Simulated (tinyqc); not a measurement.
What moves the results: delta-doped layer in the Thomas-Fermi potential. A value that a table varies takes the place of the one given here.

All donors ionised in the plane z = 0, zero temperature, energies from the Fermi level EF of the Thomas-Fermi model, which lies at the bulk band edge; c = hbar^2/2m0, q = e^2/(4 pi eps0). Layer in a (001) plane: two valleys with m_z = ml, m_d = mt (unprimed) and four with m_z = mt, m_d = sqrt(ml mt) (primed); m3 = (ml mt^2)^(1/3), gv = 6. With n = (gv/3 pi^2)(m3 (-V)/c)^(3/2) and V'' = -(4 pi q/eps) n for z > 0, the solution is V = -b/(|z| + z0)^4 with sqrt(b) = 20/K, K = (4 pi q/eps)(gv/3 pi^2)(m3/c)^(3/2), and z0^5 = 4b/(e F0), e F0 = 2 pi q N/eps; 1e13/cm^2 = 1e-3/angstrom^2. Exchange and correlation are left out.

Subbands solve -(c/m_z) psi'' + V psi = E psi on 1280 points of spacing z0/80; up to ten levels for each group, kept if bound with an rms width below 2.5 z0.

Constants: hbar^2/2m0 = 3.80998211 eV angstrom^2; e^2/(4 pi eps0) = 14.39964547 eV angstrom.

Values chosen for the exercise (near those of a delta-doped layer in Si; not measured data):
- ml = 0.91 m0 (longitudinal mass)
- mt = 0.186 m0 (transverse mass)
- eps = 11.9 (dielectric constant)
- Nl = (0.41, 0.82, 1.6, 2.9, 4.9, 8.2, 13) x 1e13/cm^2 (sheet densities)
- N = 4.1 x 1e13/cm^2 (donor sheet density)

## Doping density

The well, the lowest level and the filling anew; at zero temperature n_i = g m_d (mu - E_i)/(2 pi c), with mu fixed by sum n_i = N.

Results:

| N (1e13/cm^2) | z0 (angstrom) | depth (eV) | lowest (eV) | next - lowest (eV) | occupied | share of lowest (%) |
|---|---|---|---|---|---|---|
| 0.41 | 39.4 | 0.0307 | -0.0095 | 0.0052 | 2 | 34.5 |
| 0.82 | 34.3 | 0.0535 | -0.0183 | 0.0095 | 2 | 33.2 |
| 1.6 | 30.0 | 0.0913 | -0.0343 | 0.0169 | 3 | 31.8 |
| 2.9 | 26.6 | 0.1469 | -0.0595 | 0.0278 | 3 | 30.4 |
| 4.9 | 24.0 | 0.2234 | -0.0962 | 0.0429 | 3 | 29.1 |
| 8.2 | 21.6 | 0.3373 | -0.1538 | 0.0653 | 3 | 27.9 |
| 13 | 19.7 | 0.4877 | -0.2331 | 0.0946 | 3 | 26.9 |

The depth grows as N^(4/5) and z0 shrinks as N^(-1/5): factors 15.9 and 2.00 for 32 times the doping. The lowest level deepens faster, with exponent 0.93, since the zero-point energy takes a smaller share of a deeper well (69 % falling to 52 %). The number of occupied subbands is 2 in the first row and 3 in the last. Up to N = 0.82 the donor spacing exceeds 1.5 Bohr radii (one radius, a0 eps/m with the density-of-states mass, is 20 angstrom), where a uniform sheet is a crude picture of discrete donors (beyond about three radii electrons stay on single donors).

## What each parameter does

z0, depth, lowest level and its rms width. Each row changes one parameter from the base and keeps the others.

Results:

| case | z0 (angstrom) | depth (eV) | lowest (eV) | rms z (angstrom) |
|---|---|---|---|---|
| base | 24.86 | 0.1937 | -0.0818 | 7.03 |
| N = 2.46 x 1e13/cm^2 | 27.53 | 0.1287 | -0.0511 | 8.65 |
| eps = 10.7 | 23.32 | 0.2022 | -0.0832 | 6.89 |
| ml = 1.046 m0 | 24.18 | 0.1884 | -0.0808 | 6.65 |
| mt = 0.158 m0 | 26.54 | 0.2068 | -0.0922 | 6.81 |

The largest shifts from the base row, up to three for each result and ties (the steps differ in size, so this ranks the rows, not the parameters). z0 (angstrom): N +2.67, mt +1.68, eps -1.54. depth (eV): N -0.0650, mt +0.0131, eps +0.0084. lowest (eV): N +0.0307, mt -0.0105, eps -0.0014. rms z (angstrom): N +1.62, ml -0.38, mt -0.22.

(tinyqc, `OMP_NUM_THREADS=1 python tinyqc.py 1281320 1281321 out.jsonl`, Intel(R) Xeon(R) Processor @ 2.30GHz, 1 thread, shared host, about 0.2 s.)
